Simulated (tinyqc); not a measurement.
Heisenberg magnet: exchange from energy differences, ordering vector, linear spin waves and ordering temperature: one step, computed by the program tinyqc. Command: `OMP_NUM_THREADS=1 python tinyqc.py 3028324 3028325 out.jsonl magnon walk`. One thread of a shared host (Intel(R) Xeon(R) Processor @ 2.30GHz), about 0.02 s of CPU time with the checks.

H = -sum over pairs <ij> J_ij S_i.S_j - K sum_i (S_i^z)^2, each pair once, J > 0 ferromagnetic. First neighbours: 4 at a (1, 0), second: 4 at a (1, 1), with all permutations and signs.

Question. Long waves and the gap. g_s(q) = sum over shell s of cos(q.R), z1 = g1(0). A(q) = S [-J1 g1(0) + J2 (g2(0) - g2(q))] + (2S - 1) K, B(q) = S J1 g1(q), E(q) = sqrt(A^2 - B^2). The factor 2S - 1 removes the anisotropy for S = 1/2. sum R_x^2 over the shells is s1 = 2 a^2 and s2 = 4 a^2. Without K, E = c q with c = S sqrt(z1 |J1| (|J1| s1 + J2 s2)); the gap is E(0) = sqrt(k (k + 2 S z1 |J1|)), k = (2S - 1) K.

Inputs (values chosen for the exercise, for a model magnet): exchange J1 = -9.22 meV; exchange J2 = 0.53 meV; spin S = 1.5; single-ion anisotropy K = 0.12 meV; lattice constant a = 4.27 angstrom.

Lattice: square. Order: Neel (nearest neighbours antiparallel).

Give: spin-wave velocity c; gap.

Answer.

spin-wave velocity c = 176.4 meV angstrom

gap = 5.159 meV

Exchange enhances the gap to 21.5 times (2S - 1) K, the geometric mean of anisotropy and exchange.
